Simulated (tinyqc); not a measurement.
Lattice vibrations of a chain, step by step. Computed by tinyqc, a small Python program that keeps every step. Command: `OMP_NUM_THREADS=1 python tinyqc.py 25362 25363 out.jsonl` (the two numbers bound the seeds that draw the settings). One thread of a shared host (Intel(R) Xeon(R) Processor @ 2.60GHz), about 0.01 s of CPU time with the checks.

## Dynamical matrix at q = 0.3

A chain moving along its axis:

| atom | mass (u) | spring to the next atom (eV/angstrom^2) |
|---|---|---|
| 1 | 94.700000 | 28.400000 |
| 2 | 62.100000 | 29.500000 |

q is in units of 2 pi/a. A spring k from atom i to atom j, n cells on, adds k to Phi_ii and Phi_jj, -k exp(2 pi i q n) to Phi_ij and the conjugate to Phi_ji (for one atom a cell: 2k (1 - cos 2 pi q n)); D_ij = Phi_ij / sqrt(m_i m_j).

D(q) (eV/(angstrom^2 u)):
```
                     1                    2
1             0.611404  -0.251464+0.365854i
2  -0.251464-0.365854i             0.932367
```

## Frequencies

omega^2 are the eigenvalues; wavenumber = 521.4708 sqrt(eigenvalue) 1/cm.

eigenvalues: 0.299829  1.243943

wavenumbers (1/cm): 285.5  581.6

weights |e|^2 of the mass-weighted modes:
```
          mode 1    mode 2
atom 1  0.669981  0.330019
atom 2  0.330019  0.669981
```

## Dispersion and heat capacity

C/k_B per atom = mean over q = (j + 1/2)/80, j = 0..39 and all branches of y^2 e^y/(e^y - 1)^2, y = hc wavenumber / k_B T.

Wavenumbers (1/cm):

| q | branch 1 | branch 2 |
|---|---|---|
| 0.000000 | 0.000000 | 647.920233 |
| 0.062500 | 62.095094 | 644.937848 |
| 0.125000 | 123.507948 | 636.039633 |
| 0.187500 | 183.535399 | 621.381836 |
| 0.250000 | 241.411261 | 601.266357 |
| 0.312500 | 296.189271 | 576.257360 |
| 0.375000 | 346.340861 | 547.584365 |
| 0.437500 | 387.996834 | 518.901807 |
| 0.500000 | 407.536933 | 503.700583 |

Heat capacity:

| T (K) | C/k_B per atom |
|---|---|
| 20 | 0.046046 |
| 50 | 0.116624 |
| 100 | 0.245246 |
| 200 | 0.520465 |
| 300 | 0.708791 |
| 600 | 0.907962 |
| 1200 | 0.975421 |

zero-point energy per atom = 25.464469 meV
